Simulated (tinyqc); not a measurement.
Inside a calculation: quantum-confined Stark effect in a modulator well. Values are carried at full precision from step to step, so a last printed digit may differ when a step is redone from the rounded ones.

Constants: hbar^2/2m0 = 3.80998211 eV angstrom^2; e^2/(4 pi eps0) = 14.39964547 eV angstrom; hc = 1239.841984 eV nm.

Inputs chosen for the exercise (near those of an InGaAs well in InAlAs; not measured data):
- L = 142 angstrom (well width)
- me = 0.0419 m0 (electron, well)
- mh = 0.363 m0 (heavy hole along z, well)
- F = 89 kV/cm (field)
- Vc = 0.541 eV (conduction offset)
- Vv = 0.196 eV (heavy-hole offset)
- meb = 0.0736 m0 (electron, barrier)
- mhb = 0.415 m0 (heavy hole, barrier)
- Eg = 0.768 eV (gap of the well)
- mp = 0.109 m0 (heavy hole in the plane)
- eps = 13.8 (dielectric constant)
- dE = 33 meV (operating point below the zero-field line)
- G = 8 meV (half width of the exciton line)

## Estimate for hard walls

Second order: each level moves by -C m (e F)^2 L^4/(2c), C = (15/pi^2 - 1)/(24 pi^2), c = hbar^2/2m0, 1 kV/cm = 1e-5 eV/angstrom. It holds while e F L is no more than about twice 3 c pi^2/(m L^2).

Estimate:

| carrier | shift (meV) | e F L over the level spacing |
|---|---|---|
| electron | -3.89 | 0.95 |
| heavy hole | -33.67 | 8.20 |

The hole, 8.7 times heavier, carries 90 % of the estimated shift; for it the ratio exceeds 3, so second order overstates its shift, by 13 % at a ratio of 3 and 60 % at 8.

## Levels and envelopes

Envelopes on cells of 0.5 angstrom over the well |z| < L/2 and 45 angstrom of barrier on each side, psi = 0 beyond, psi'/m continuous (mean mass between points), c = hbar^2/2m0. The electron sees + e F z and the hole - e F z, each with its offset in the barriers; 1 kV/cm = 1e-5 eV/angstrom. Light holes, band mixing and escape by tunnelling are left out.

Ground levels, squared overlap and separation <z>_h - <z>_e without and with the field.

Results:

| F (kV/cm) | E_e (meV) | E_h (meV) | overlap^2 | separation (angstrom) |
|---|---|---|---|---|
| 0 | 28.90 | 4.17 | 0.991 | 0.0 |
| 89 | 20.24 | -23.03 | 0.195 | 62.4 |

The electron level moves by -8.66 meV (2.2 times the hard-wall estimate, since it leaks into the barriers and sees a wider well) and the hole level by -27.19 meV (0.81 times). For the hole, saturation lowers the shift and leakage raises it, so a ratio near 1 is a coincidence.

## Exciton

Exciton: in-plane function exp(-rho/lam), 1/mu = 1/me + 1/mp, E(lam) = c/(mu lam^2) - (q/eps) times the integral over k of Fm(k)(1 + (k lam/2)^2)^(-3/2), Fm(k) the double integral of psi_e^2 psi_h^2 exp(-k |z - z'|), q = e^2/(4 pi eps0); binding Eb = -E at the minimum. Line at Eg + E_e + E_h - Eb, strength proportional to overlap^2/lam^2.

Minimise over lam without and with the field.

Results:

| F (kV/cm) | lam (angstrom) | Eb (meV) | line (eV) | nm | overlap^2/lam^2 (1e-4/angstrom^2) |
|---|---|---|---|---|---|
| 0 | 191.5 | 5.07 | 0.7960 | 1557.6 | 0.2700 |
| 89 | 237.4 | 3.92 | 0.7613 | 1628.6 | 0.0345 |

The weaker binding gives back 1.16 meV of the red shift, leaving 34.7 meV; the strength falls to 13 %.

## Contrast at the operating point

With a Gaussian line of half width G, the absorption at E_op = line(0) - dE is proportional to strength x exp(-ln2 ((E_op - line)/G)^2); continuum absorption is left out. Give it at both fields, relative to the zero-field peak.

E_op = 0.7630 eV
wavelength = 1625.0 nm

absorption without and with the field: 7.5e-06  0.12

The field changes the absorption by +0.12 of the zero-field peak. With dE above 2G the Gaussian tail at zero field is weak; real tails fall only exponentially and absorb more.

## Checks

- Zero-field levels against the matching condition of the square well, meV: largest difference 9.2e-04.
- Slope d(E_e + E_h)/dF against minus the separation (Hellmann-Feynman), angstrom: both -62.4.

tinyqc: `OMP_NUM_THREADS=1 python tinyqc.py 1282519 1282520 out.jsonl`; about 0.2 s, one thread, shared Intel(R) Xeon(R) Processor @ 2.30GHz.
